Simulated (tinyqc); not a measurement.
Quantum-confined Stark effect in a modulator well: one step. Estimate for hard walls. Three cases, with inputs chosen for the exercise.

Question. Second order: each level moves by -C m (e F)^2 L^4/(2c), C = (15/pi^2 - 1)/(24 pi^2), c = hbar^2/2m0, 1 kV/cm = 1e-5 eV/angstrom. It holds while e F L is no more than about twice 3 c pi^2/(m L^2).

Constants: hbar^2/2m0 = 3.80998211 eV angstrom^2.

Give: Estimate.

Case 1.

Values chosen (near those of a Ge well in SiGe, direct gap; shifted at random, so the results belong to these values and not to a real crystal): L = 70 angstrom (well width); me = 0.0406 m0 (electron, well); mh = 0.21 m0 (heavy hole along z, well); F = 76 kV/cm (field).

Answer.

Estimate:
```
carrier     shift (meV)  e F L over the level spacing
electron          -0.16                          0.09
heavy hole        -0.84                          0.49
```

The hole, 5.2 times heavier, carries 84 % of the estimated shift.

Case 2.

Values chosen (near those of an InGaAs well in InAlAs; shifted at random, so the results belong to these values and not to a real crystal): L = 120 angstrom (well width); me = 0.0428 m0 (electron, well); mh = 0.374 m0 (heavy hole along z, well); F = 108 kV/cm (field).

Answer.

Estimate:
```
carrier     shift (meV)  e F L over the level spacing
electron          -2.98                          0.71
heavy hole       -26.05                          6.19
```

The hole, 8.7 times heavier, carries 90 % of the estimated shift; for it the ratio exceeds 3, so second order overstates its shift, by 13 % at a ratio of 3 and 60 % at 8.

Case 3.

Values chosen (near those of a GaAs well in AlGaAs; shifted at random, so the results belong to these values and not to a real crystal): L = 98 angstrom (well width); me = 0.0654 m0 (electron, well); mh = 0.334 m0 (heavy hole along z, well); F = 68 kV/cm (field).

Answer.

Estimate:
```
carrier     shift (meV)  e F L over the level spacing
electron          -0.80                          0.37
heavy hole        -4.10                          1.89
```

The hole, 5.1 times heavier, carries 84 % of the estimated shift; for hard walls second order errs by about 2 % at a ratio of 1 and 13 % at 3.

Computed by tinyqc, one run a case: `OMP_NUM_THREADS=1 python tinyqc.py N N+1 out.jsonl` with N = 1282251, 1282279, 1282459; one thread of a shared Intel(R) Xeon(R) Processor @ 2.30GHz, about 0.3 s a run at most.
